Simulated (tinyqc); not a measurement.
Gate sheet resistance from two finger widths.

Problem. At low frequency R = Rsh Wf/(3 L) + B/Wf, where B collects the channel and vertical terms. Find Rsh, B and the width of lowest R.

Values chosen for this exercise:

| symbol | value | unit | meaning |
|---|---|---|---|
| L | 0.52 | um | channel length |

input resistance of single fingers, contacted at one end, of width 1.9 and 4.5 um (ohm): 27.955803  26.262821

Answer. R Wf is a straight line in Wf^2; the minimum of R lies where both terms are equal.

Rsh = 6.10 ohm/square
B = 39.0 ohm um
width of lowest R = 3.16 um

tinyqc, about 0.01 s, one thread, Intel Xeon 2.30GHz (shared host): `OMP_NUM_THREADS=1 python tinyqc.py 2262151 2262152 out.jsonl`
